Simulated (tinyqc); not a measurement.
Deep-level transient spectroscopy: two steps of the calculation.

Schottky contact on an n-type layer with shallow donors Nd (all ionised) and a donor-like deep trap, neutral when filled and positive when empty; depletion approximation. Traps within lam of the depletion edge stay filled. A long pulse to Vp fills the traps beyond x1 = Wp - lam; back at Vr those between x1 and x2 = Wr - lam emit. A rate window reads S = C(t2) - C(t1).

Inputs (values chosen for the exercise); material values close to those of germanium: relative permittivity eps_r = 16.2; conduction-band density of states at 300 K Nc = 1.04e19 cm^-3; thermal velocity at 300 K vth = 3.4e7 cm/s; depth of the trap below the conduction edge Et = 0.26 eV; capture cross-section sn = 1.4e-17 cm^2; temperature of the transient T = 179 K; field at the trap F = 11 kV/cm.

Constants: q = 1.602176634e-19 C, kB = 1.380649e-23 J/K, eps0 = 8.8541878128e-14 F/cm where lengths are in cm. Results are converted to the units shown.

Question 1. Peak temperature. Fixed-point step for en(T) = ew: T(new) = (Et q/kB)/ln(sn g T^2/ew), g = vth Nc/(300 K)^2.

ew = 138.62944 1/s
T at the start = 300 K

Give: T after step 1.

Answer 1.

T after step 1 = 173.49 K

Question 2. Poole-Frenkel lowering. A Coulomb centre of charge +q (when empty) in the field F lowers its barrier by dE = sqrt(q F/(pi eps0 eps_r)) along the field. One-dimensional rate: en exp(b), b = dE/kB T; three-dimensional (Hartke): en {[1 + (b - 1) exp(b)]/b^2 + 1/2}.

en = 84.286039 1/s

Give: dE; b; rate, one-dimensional; rate, three-dimensional.

Answer 2.

dE = 19.776 meV
b = 1.2821
rate, one-dimensional = 303.78 1/s
rate, three-dimensional = 145.55 1/s

Numbers from tinyqc (`OMP_NUM_THREADS=1 python tinyqc.py 2050080 2050081 out.jsonl`; about 0.01 s on one thread of a shared Intel Xeon 2.30GHz).
